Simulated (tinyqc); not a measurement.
# Free and trapped electrons in a MOS channel with a dense trap tail: effects of single changes

p-type body, charge-sheet picture, full ionisation (an idealisation for deep acceptors), Boltzmann statistics for free electrons. e = Ec - EF at the surface. Acceptor-like traps of density D(E) = D0 + De exp(-E/Ew) at depth E below Ec, from 0 to Eu, hold n_t = integral of D(E)/(1 + exp((e - E)/Vt)). psi = Eg - Vt ln(Nv/Na) - e; N_dep = sqrt(2 eps0 eps_r Na (psi - Vt)/q); n_f = sqrt(N_dep^2 + 2 eps0 eps_r Vt Nc exp(-e/Vt)/q) - N_dep; Vg = Vfb + psi + q (N_dep + n_t + n_f)/Cox, Cox = eps0 eox/tox.

Inputs (values chosen for the exercise); band and dielectric values close to those of 4H silicon carbide:
- T = 300 K (temperature)
- Eg = 3.29 eV (band gap)
- eps_r = 9.72 (relative permittivity)
- Nc = 1.7e19 cm^-3 (conduction-band density of states at T)
- Nv = 2.45e19 cm^-3 (valence-band density of states at T)
- eox = 3.9 (relative permittivity of the insulator)
- tox = 69 nm (insulator thickness)
- Na = 4.3e16 cm^-3 (acceptor density)
- Vfb = -2.53 V (flat-band voltage without trapped charge)
- D0 = 2.2e10 cm^-2 eV^-1 (constant background density of acceptor-like traps)
- De = 7.2e13 cm^-2 eV^-1 (density of the tail at the conduction edge)
- Ew = 0.14 eV (decay energy of the tail)
- Eu = 0.74 eV (depth below Ec down to which the traps reach)
- mf = 100 cm^2/(V s) (mobility of free electrons)

Constants: q = 1.602176634e-19 C, kB = 1.380649e-23 J/K, Vt = kB T/q, eps0 = 8.8541878128e-14 F/cm where lengths are in cm. Results are converted to the units shown.

Each table varies one quantity; the others keep the values above.

## Free and trapped charge against gate voltage

Free share n_f/(n_f + n_t); swing ln 10 n_f/(dn_f/dVg); field-effect mobility mf q (dn_f/dVg)/Cox, for a constant mf; oxide field q (N_dep + n_t + n_f)/(eps0 eox).

Results:

| Vg (V) | e (eV) | n_f (cm^-2) | n_t (cm^-2) | free share (%) | swing (mV/decade) | field-effect mobility (cm^2/(V s)) | oxide field (MV/cm) |
|---|---|---|---|---|---|---|---|
| 6 | 0.3761 | 1.011e6 | 6.837e11 | 1.479e-4 | 1097 | 6.792e-4 | 0.8377 |
| 9.4 | 0.2552 | 1.063e8 | 1.683e12 | 0.006316 | 2460 | 0.03187 | 1.313 |
| 12.7 | 0.1913 | 1.244e9 | 2.680e12 | 0.04640 | 3823 | 0.2399 | 1.782 |
| 16.1 | 0.1460 | 7.095e9 | 3.713e12 | 0.1907 | 5250 | 0.9963 | 2.268 |
| 19.4 | 0.1125 | 2.556e10 | 4.708e12 | 0.5400 | 6672 | 2.825 | 2.742 |
| 22.8 | 0.08460 | 7.355e10 | 5.708e12 | 1.272 | 8218 | 6.597 | 3.230 |
| 26.2 | 0.06101 | 1.752e11 | 6.657e12 | 2.564 | 9905 | 13.04 | 3.720 |
| 32.9 | 0.02219 | 6.577e11 | 8.247e12 | 7.386 | 1.374e4 | 35.28 | 4.685 |

Estimate the missing row, Vg = 29.5 V.

Computed row:

| Vg (V) | e (eV) | n_f (cm^-2) | n_t (cm^-2) | free share (%) | swing (mV/decade) | field-effect mobility (cm^2/(V s)) | oxide field (MV/cm) |
|---|---|---|---|---|---|---|---|
| 29.5 | 0.04093 | 3.548e11 | 7.498e12 | 4.518 | 1.171e4 | 22.34 | 4.195 |

With this row back in the table: n_f reaches 1e11 cm^-2 at Vg = 23.9 V, against 4.62 V without traps. The free share rises from 1.48e-4 to 7.39 % and the field-effect mobility rises from 6.79e-4 to 35.3 cm^2/(V s), although mf = 100 is constant: in the last row 35.3 % of Cox dVg goes into free electrons. The swing in the first row is 1100 mV a decade (Vt ln 10 = 59.5). For Vg = 29.5, 32.9 EF lies less than 2 Vt below the band edge, or above it, where degeneracy and confinement, left out, matter.

## Effect of the acceptor density

Vfb is held fixed. VT is the Vg for n_f = 1e11 cm^-2; swing ln 10 n_f/(dn_f/dVg) at n_f = 1e8 cm^-2; the last three columns are for Vg = VT + 5.5 V, with free share n_f/(n_f + n_t) and field-effect mobility mf q (dn_f/dVg)/Cox; there EF is near the band edge, where Boltzmann statistics are rough.

Effect of the acceptor density:

| Na (cm^-3) | e at VT (eV) | VT (V) | q n_t/Cox at VT (V) | swing (mV/decade) | n_f (cm^-2) | free share (%) | field-effect mobility (cm^2/(V s)) |
|---|---|---|---|---|---|---|---|
| 1e15 | 0.1202 | 15.55 | 14.29 | 1710 | 3.289e11 | 5.249 | 17.73 |
| 2e15 | 0.1129 | 16.57 | 15.04 | 1822 | 3.350e11 | 5.153 | 18.52 |
| 6e15 | 0.1004 | 18.57 | 16.41 | 2018 | 3.422e11 | 4.939 | 19.75 |
| 1e16 | 0.09431 | 19.70 | 17.11 | 2117 | 3.445e11 | 4.820 | 20.32 |
| 3e16 | 0.08084 | 22.72 | 18.74 | 2350 | 3.485e11 | 4.552 | 21.61 |
| 8e16 | 0.06850 | 26.37 | 20.32 | 2586 | 3.541e11 | 4.347 | 23.19 |
| 2e17 | 0.05680 | 31.01 | 21.87 | 2836 | 3.657e11 | 4.240 | 25.62 |
| 5e17 | 0.04499 | 37.50 | 23.46 | 3123 | 3.900e11 | 4.281 | 29.99 |

Read the table: what changes, and by how much?

As Na goes from 1e15 to 5e17, VT rises from 15.5 to 37.5 V, its part due to traps rises from 14.3 to 23.5 V, the swing rises from 1710 to 3120 mV/decade and the field-effect mobility rises from 17.7 to 30.0 cm^2/(V s). For Na = 5e17 e is under 2 Vt already at VT, so VT too is rough.

Numbers from tinyqc (`OMP_NUM_THREADS=1 python tinyqc.py 2222075 2222076 out.jsonl`; about 0.02 s on one thread of a shared Intel Xeon 2.30GHz).
